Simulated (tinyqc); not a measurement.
Frequency dispersion of an accumulation capacitance by border traps, distributed model: one step of the calculation.

Traps spread evenly through the insulator exchange electrons with the semiconductor by tunnelling, with tau(x) = t0 exp(2 ka x) at depth x from the interface. The admittance per area Y seen at depth x obeys dY/dx = -Y^2/(i w eps0 eox) + q Nb ln(1 + i w tau)/tau, with Y(0) = i w Cs and w = 2 pi f; the gate sees Y(tox) = G + i w C. Working variable y = Y/(i w), in uF/cm^2. Cox = eps0 eox/tox.

Question. Midpoint steps through the active depth. In terms of y: dy/dx = -y^2/(eps0 eox) + s(x), s = q Nb ln(1 + z)/z, z = i w tau. 9 midpoint steps of h = xe/9: y_half = y + (h/2) y'(x, y), y(new) = y + h y'(x + h/2, y_half).

Parameters, values chosen for the exercise; permittivity close to that of zirconium oxide:
- eox = 21.9 (relative permittivity of the insulator)
- Cs = 0.73 uF/cm^2 (semiconductor capacitance in accumulation)
- Nb = 6.9e18 cm^-3 eV^-1 (density of border traps)
- ka = 3.7 1/nm (decay constant of the wave function in the insulator)
- t0 = 1e-10 s (time constant of a trap at the interface)
- f = 100 Hz (frequency)
- xe = 2.9 nm (depth down to which the steps are taken)

Constants: q = 1.602176634e-19 C, eps0 = 8.8541878128e-14 F/cm where lengths are in cm. Results are converted to the units shown.

Give: x; s; y.

Answer.

| point | x (nm) | s (uF/(cm^2 nm)) | y (uF/cm^2) |
|---|---|---|---|
| 0 | 0 | 0.11055+0.00000i | 0.73000+0.00000i |
| 1 | 0.32222 | 0.11055+0.00000i | 0.75644+0.00000i |
| 2 | 0.64444 | 0.11055+0.00000i | 0.78222+0.00000i |
| 3 | 0.96667 | 0.11055+0.00000i | 0.80734+0.00000i |
| 4 | 1.2889 | 0.11055-0.00005i | 0.83180-0.00001i |
| 5 | 1.6111 | 0.11055-0.00052i | 0.85559-0.00006i |
| 6 | 1.9333 | 0.11016-0.00565i | 0.87870-0.00061i |
| 7 | 2.2556 | 0.08328-0.04004i | 0.89988-0.00627i |
| 8 | 2.5778 | 0.01360-0.02282i | 0.89889-0.01885i |
| 9 | 2.9000 | 0.00132-0.00411i | 0.88699-0.02149i |

Numbers from tinyqc (`OMP_NUM_THREADS=1 python tinyqc.py 2202242 2202243 out.jsonl`; about 0.5 s on one thread of a shared Intel Xeon 2.30GHz).
